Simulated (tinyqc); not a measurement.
# Worked calculation: lossy interposer transmission line with skin effect

Program tinyqc, `OMP_NUM_THREADS=1 python tinyqc.py 2810191 2810192 out.jsonl`; Intel Xeon 2.30GHz, shared host, one thread, about 0.01 s. Printed values are rounded.

A uniform line in a homogeneous dielectric: c = sqrt(er)/(c0 Z0), l = Z0 sqrt(er)/c0 (c0 = 299792458 m/s), g = w c td, w = 2 pi f. The resistance joins its limits as r = sqrt(r_dc^2 + r_hf^2), with r_dc = rho/(wd th), r_hf = kr rho/(2 delta (wd + th)), delta = sqrt(rho/(pi f mu0)), mu0 = 4 pi 1e-7 H/m; this is an interpolation, and internal inductance, up to 0.05 nH/mm at low frequency, is neglected.

Values chosen for this exercise:

| symbol | value | unit | meaning |
|---|---|---|---|
| wd | 3.6 | um | width of the strip |
| th | 1.1 | um | thickness of the strip |
| rho | 2.2 | uohm cm | resistivity |
| er | 2.7 |  | relative permittivity |
| td | 0.005 |  | loss tangent |
| Z0 | 75 | ohm | lossless impedance sqrt(l/c) |
| kr | 1.5 |  | factor for crowding and the return path |
| len | 5.3 | mm | length |
| Rg | 25 | ohm | source resistance |
| RL | 50 | ohm | load resistance |
| CL | 100 | fF | load capacitance |
| f | 29 | GHz | frequency |

## Line constants

delta, r_dc, r_hf, r, l, c and g as defined.

delta = 0.438362 um
r_dc = 5.55556 ohm/mm
r_hf = 8.00854 ohm/mm
r = 9.74685 ohm/mm
l = 0.411076 nH/mm
c = 73.0802 pF/m
g = 0.0665806 S/m

r is 1.75 times r_dc; the skin depth is 0.399 of the thickness.

## Propagation constant and impedance

gamma = sqrt((r + i w l)(g + i w c)) = alpha + i beta, Zc = sqrt((r + i w l)/(g + i w c)), roots with positive real part; loss 8.685889638 alpha in dB; phase velocity w/beta.

gamma len = 0.35693+5.30346i
Zc = 75.1694-4.6815i ohm
loss = 0.584948 dB/mm
phase velocity over c0 = 0.607398
r/(w l) = 0.130126

r is below w l; the low-loss estimate 8.686 (r/(2 Z0) + g Z0/2) gives 0.586 dB/mm.

## Reflection, input impedance and transfer

ZL = 1/(1/RL + i w CL); reflection (ZL - Zc)/(ZL + Zc); Zin = Zc (ZL + Zc tanh(gamma len))/(Zc + ZL tanh(gamma len)); H = V_load/V_source = [Zin/(Zin + Rg)]/[cosh(gamma len) + (Zc/ZL) sinh(gamma len)].

ZL = 27.3219-24.8919i ohm
reflection at the load = -0.378437-0.306388i
Zin = 109.322-33.902i ohm
H = 0.279020+0.176028i
|H| = -9.63219 dB
